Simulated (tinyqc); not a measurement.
Type-II superlattice in the two-band Kane model: one step. Edges and effective gap.

Motion along the axis, period d = a + b, c = hbar^2/2m0. Conduction and light-hole bands couple: (E - Ec)(E - Ev) = Ep c k^2 in each layer, with mass m(E) = (E - Ev)/Ep, which may be negative. The conduction envelope psi and psi'/m(E) are continuous; a layer carries them by [[cos kt, (m/k) sin kt], [-(k/m) sin kt, cos kt]] (cosh and sinh for k^2 < 0), and cos(q d) = tr(M_B M_A)/2. C1 is the first miniband above EvB, with its bottom at tr/2 = +1 and its top at -1; the gap is the bottom of C1 less the top heavy-hole level HH1.

Heavy holes are uncoupled: with e = EvB - E, p = sqrt(mhB e/c), w = sqrt(mhA (EvB - EvA - e)/c), the top level HH1 at q = 0 solves (p/mhB) tan(p b/2) = (w/mhA) tanh(w a/2).

Constants: hbar^2/2m0 = 3.80998211 eV angstrom^2; hc = 1239.841984 eV nm.

Values chosen for the exercise (near those of an InAs/GaSb superlattice; shifted at random, so the results belong to these values and not to a real crystal):
- a = 47 angstrom (layer A)
- b = 44 angstrom (layer B)
- EcA = 0 eV (conduction edge of A)
- EvA = -0.422 eV (valence edge of A)
- EcB = 0.933 eV (conduction edge of B)
- EvB = 0.111 eV (valence edge of B)
- EpA = 14.4 eV (coupling energy in A)
- EpB = 18.2 eV (coupling energy in B)
- mhA = 0.32 m0 (heavy hole in A)
- mhB = 0.28 m0 (heavy hole in B)

Question. C1 is the first miniband above EvB: bottom at tr/2 = +1, top at -1. The gap is its bottom less HH1; cut-off wavelength hc/gap.

Give: bottom of C1; top of C1; HH1; gap; cut-off.

Answer.

bottom of C1 = 0.2334 eV
top of C1 = 0.2726 eV
HH1 = 0.0665 eV
gap = 0.1670 eV
cut-off = 7.43 micrometre

The bulk edges overlap by 111 meV; confinement lifts the electrons by 233 meV and lowers the holes by 45 meV, which opens the gap. It is 0.40 of the smaller bulk gap.

Run: tinyqc, `OMP_NUM_THREADS=1 python tinyqc.py 1281136 1281137 out.jsonl`; Intel(R) Xeon(R) Processor @ 2.30GHz, one thread, shared host; about 0.06 s of CPU time with all checks.
